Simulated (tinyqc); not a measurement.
Worked calculation: charge control and current of a heterostructure field-effect transistor. Computed by tinyqc, a small Python program that keeps every step. Command: `OMP_NUM_THREADS=1 python tinyqc.py 3024220 3024221 out.jsonl hemt walk`. One thread of a shared host (Intel(R) Xeon(R) Processor @ 2.30GHz), about 0.01 s of CPU time with the checks. Intermediate numbers are printed to about 7 digits and carried at full precision; extremes and crossings named in words are read from the listed rows.

Two subbands in a triangular well; E_F is counted from the conduction band edge of the channel at the interface.

Inputs (values chosen for the exercise, modelled on AlGaAs/GaAs):
```
quantity,value,unit
channel mass m,0.064,m_0
permittivity eps (barrier and channel),12.4,-
barrier thickness d,28,nm
Schottky barrier phi_B,0.98,eV
conduction band offset dE_c,0.21,eV
delta-doping density N_d,3.2e+12,1/cm^2
gate voltage V_G,0,V
mobility mu,7200,cm^2/(V s)
saturation velocity v_s,1.5,1e7 cm/s
gate length L,120,nm
source resistance R_S,0,ohm mm
temperature T,77,K
mixing,0.5,-
iteration cap,200,-
spacer between delta layer and channel,4.6,nm
```

Charge source: delta doping. Velocity law: smooth.

Constants: e = 1.602176634e-19 C; eps_0 = 8.8541878128e-12 F/m; k_B = 8.617333262e-05 eV/K; hbar = 1.054571817e-34 J s; m_0 = 9.1093837015e-31 kg; k_B = 1.380649e-23 J/K.

## Threshold and barrier capacitance

Threshold V_T = phi_B - dE_c - e N_d (d - spacer)/(eps eps_0) (in volts); C_b = eps eps_0/d.

threshold voltage V_T = -0.3227123 V

barrier capacitance C_b = 0.3921140 microfarad/cm^2

The device is normally on.

## First iteration

Charge control: n_s = C_b (V_G - V_T - E_F/e)/e. Well: mean field F = e n_s/(2 eps eps_0), E_i = (hbar^2/2m)^(1/3) [(3 pi e F/2)(i + 3/4)]^(2/3), i = 0, 1; n_s = D k_B T sum_i ln(1 + exp((E_F - E_i)/k_B T)), D = m/(pi hbar^2), which is solved in closed form for E_F. Iteration from n_s = C_b (V_G - V_T)/(2e): E_F from n_s, n_out from the charge control, n_new = n_s + mixing (n_out - n_s), kept above n_s/10; stop when |n_out/n_s - 1| < 1e-9.

starting n_s = 3.949003e+11 1/cm^2

E_0 = 39.52279 meV

E_1 = 69.52891 meV

E_F = 52.94570 meV

n_out = 6.602222e+11 1/cm^2

## Sheet density

The formulas are those given above.

Course of the iteration:
```
iteration,n_s (1/cm^2),E_F (meV),|n_out/n_s - 1|
1,3.949003e+11,52.94570,6.718705e-01
2,5.275612e+11,66.84138,1.869979e-01
3,5.768877e+11,71.74162,6.471569e-02
4,5.955545e+11,73.56655,2.384421e-02
5,6.026548e+11,74.25678,8.978648e-03
6,6.053603e+11,74.51923,3.408203e-03
7,6.063919e+11,74.61922,1.297637e-03
...,...,...,...
16,6.070278e+11,74.68084,2.215924e-07
17,6.070279e+11,74.68085,8.452551e-08
18,6.070279e+11,74.68085,3.224191e-08
19,6.070279e+11,74.68085,1.229855e-08
20,6.070279e+11,74.68085,4.691231e-09
21,6.070279e+11,74.68085,1.789451e-09
22,6.070279e+11,74.68085,6.825791e-10
```

sheet density n_s = 6.070279e+11 1/cm^2

Converged in 22 iterations.

## Levels and gate capacitance

C_g = e dn_s/dV_G = 1/(1/C_b + 1/C_q), 1/C_q = d(E_F/e)/d(e n_s) by a central difference of +/- 0.1 % in n_s; added distance dd = eps eps_0/C_q.

E_0 = 52.64151 meV

E_1 = 92.60751 meV

E_F = 74.68085 meV

share in the second subband = 1.897689 %

gate capacitance C_g = 0.3169602 microfarad/cm^2

added distance dd = 6.639026 nm

C_g is 81 % of C_b: the finite density of states and the rise of E_0 act as 6.6 nm of extra barrier.

## Saturation current

With V = e n_s/C_g and V_c = v_s L/mu: for v = mu F/(1 + mu F/v_s), V_Dsat = V_c (sqrt(1 + 2V/V_c) - 1) and I/W = C_g v_s (V - V_Dsat); g_m = dI/dV; extrinsic g_m/(1 + g_m R_S); f_T = g_m/(2 pi C_g L).

V = 0.3068417 V

V_c = 0.025 V

V_Dsat = 0.1013609 V

saturation current I/W = 97.69382 mA/mm

intrinsic g_m = 381.3764 mS/mm

extrinsic g_m = 381.3764 mS/mm

intrinsic f_T = 159.5835 GHz

V/V_c = 12.27: velocity saturation rules; I is 67 % of e n_s v_s = 146 mA/mm.

## Gate length

The formulas are those given above.

Scaling; the last columns are v_s/(2 pi L) and mu V/(2 pi L^2):
```
L (nm),I/W (mA/mm),g_m (mS/mm),extrinsic g_m (mS/mm),f_T (GHz),velocity limit (GHz),mobility limit (GHz)
30,119.2621,427.7024,427.7024,7.158727e+02,795.7747,3.906829e+04
60,109.7648,408.2665,408.2665,3.416708e+02,397.8874,9.767073e+03
120,97.6938,381.3764,381.3764,1.595835e+02,198.9437,2.441768e+03
250,82.1142,342.4609,342.4609,6.878384e+01,95.4930,5.625834e+02
500,65.3998,294.3298,294.3298,2.955832e+01,47.7465,1.406459e+02
1000,48.1845,236.0894,236.0894,1.185474e+01,23.8732,3.516146e+01
2000,32.4673,173.0986,173.0986,4.345893e+00,11.9366,8.790366e+00
5000,16.8180,98.2891,98.2891,9.870766e-01,4.7746,1.406459e+00
```

f_T scales as L^-1.07 at the short end and L^-1.62 at the long end; the two limits cross at L = mu V/v_s = 1470 nm. g_m tends to C_g v_s = 475 mS/mm. Fringe capacitances and short-channel effects, left out, lower f_T once L is below about ten barrier thicknesses.

Checks made by the program: iterated density against a bracketing root search (relative difference 5e-10).
